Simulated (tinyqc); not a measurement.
Length offset and series resistance from crossing lines.

Problem. R_total = Rs + k (L - dL)/Vo with constant Rs, dL and k. Find k, dL and Rs.

R_total at (L, Vo) = (50, 0.32), (100, 0.32), (50, 0.76) and (100, 0.76), L in nm and Vo in V (ohm um): 723.75000  1348.7500  403.15789  666.31579

Answer. At each overdrive R is a straight line in L with slope k/Vo; the two lines cross at L = dL, R = Rs.

k = 4.00 ohm um V/nm
dL = 5.70 nm
Rs = 170 ohm um

Program tinyqc, `OMP_NUM_THREADS=1 python tinyqc.py 2282270 2282271 out.jsonl`; Intel Xeon 2.30GHz, shared host, one thread, about 0.03 s.
